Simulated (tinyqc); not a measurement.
Inside a calculation. Model: deep-level transient spectroscopy.

Program tinyqc, `OMP_NUM_THREADS=1 python tinyqc.py 2050069 2050070 out.jsonl`; Intel Xeon 2.30GHz, shared host, one thread, about 0.01 s. Printed values are rounded.

Schottky contact on an n-type layer with shallow donors Nd (all ionised) and a donor-like deep trap, neutral when filled and positive when empty; depletion approximation. Traps within lam of the depletion edge stay filled. A long pulse to Vp fills the traps beyond x1 = Wp - lam; back at Vr those between x1 and x2 = Wr - lam emit. A rate window reads S = C(t2) - C(t1).

Values chosen for this exercise; material values close to those of gallium arsenide:
- eps_r = 12.9 (relative permittivity)
- Nc = 4.34e17 cm^-3 (conduction-band density of states at 300 K)
- vth = 4.4e7 cm/s (thermal velocity at 300 K)
- Nd = 2.2e16 cm^-3 (shallow donor density)
- Vbi = 0.95 V (built-in voltage)
- Et = 0.57 eV (depth of the trap below the conduction edge)
- sn = 7.2e-15 cm^2 (capture cross-section)
- Nt = 2.9e14 cm^-3 (trap density)
- Vr = 8.4 V (reverse bias)
- Vp = 0.4 V (reverse bias during the filling pulse)
- t1 = 5 ms (first sampling time)
- t2 = 10 ms (second sampling time)
- T = 313 K (temperature of the transient)

Constants: q = 1.602176634e-19 C, kB = 1.380649e-23 J/K, eps0 = 8.8541878128e-14 F/cm where lengths are in cm. Results are converted to the units shown.

## Emission rate and rate window

Emission rate en = sn vth(T) Nc(T) exp(-Et/kB T) = sn g T^2 exp(-Et/kB T), g = vth Nc/(300 K)^2, as vth goes as T^0.5 and Nc as T^1.5 (degeneracy factor 1). For an exponential transient S peaks where en = ew = ln(t2/t1)/(t2 - t1).

g = 2.12178e20 cm^-2 s^-1 K^-2
en = 99.3688 1/s
1/en = 10.0635 ms
ew = 138.629 1/s

## Widths

lam = sqrt(2 eps0 eps_r (EF - ET)/(q Nd)), EF - ET = Et - (kB T/q) ln(Nc(T)/Nd), Nc(T) = Nc (T/300 K)^1.5. In the steady state at the band bending V, 2 eps0 eps_r V/q = Nd W^2 + Nt (W - lam)^2 (the second term only if W > lam). V = Vbi + Vr gives Wr and V = Vbi + Vp gives Wp; x1 = max(Wp - lam, 0).

lam = 177.812 nm
Wr = 775.407 nm
Wp = 295.482 nm
x1 = 117.670 nm
x2 = 597.595 nm
G = (x2^2 - x1^2)/Wr^2 = 0.570927

The rule Nt = 2 Nd |dC|/C assumes G = 1 and would understate Nt by a factor of about 1/G = 1.75 here (the limit of small Nt/Nd).

## The transient

| sample | t (ms) |
|---|---|
| 0 | 0 |
| 1 | 2.5 |
| 2 | 5 |
| 3 | 7.5 |
| 4 | 10 |
| 5 | 20 |
| 6 | 50 |

W(t)^2 = Wr^2 + (Nt/Nd)(x2^2 - x1^2) exp(-en t), C = eps0 eps_r/W; for small Nt, dC/C = -(Nt/2 Nd) G exp(-en t) with G = (x2^2 - x1^2)/Wr^2. S = C(t2) - C(t1).

| sample | C (nF/cm^2) | C - C(final) (pF/cm^2) |
|---|---|---|
| 0 | 14.6751 | -55.1178 |
| 1 | 14.6871 | -43.0466 |
| 2 | 14.6966 | -33.6101 |
| 3 | 14.7040 | -26.2366 |
| 4 | 14.7097 | -20.4774 |
| 5 | 14.7226 | -7.5909 |
| 6 | 14.7298 | -0.3854 |

S = 13.1327 pF/cm^2

## Step 1: peak temperature

T at the start = 300 K

Fixed-point step for en(T) = ew: T(new) = (Et q/kB)/ln(sn g T^2/ew), g = vth Nc/(300 K)^2.

T after step 1 = 319.313 K

## Course of the iteration for the peak temperature

Start from 300 K; stop when T changes by less than 1e-8 K.

Course of the iteration:

| step | T (K) | change (K) |
|---|---|---|
| 1 | 319.313 | 19.3 |
| 2 | 317.401 | 1.91 |
| 3 | 317.584 | 0.183 |
| 4 | 317.567 | 0.0176 |
| 5 | 317.568 | 1.69e-3 |
| 6 | 317.568 | 1.62e-4 |
| 7 | 317.568 | 1.56e-5 |
| 8 | 317.568 | 1.49e-6 |
| 9 | 317.568 | 1.43e-7 |
| 10 | 317.568 | 1.38e-8 |
| 11 | 317.568 | 1.32e-9 |

Converged in 11 steps; each multiplies the error by -2 kB T/Et = -0.096.
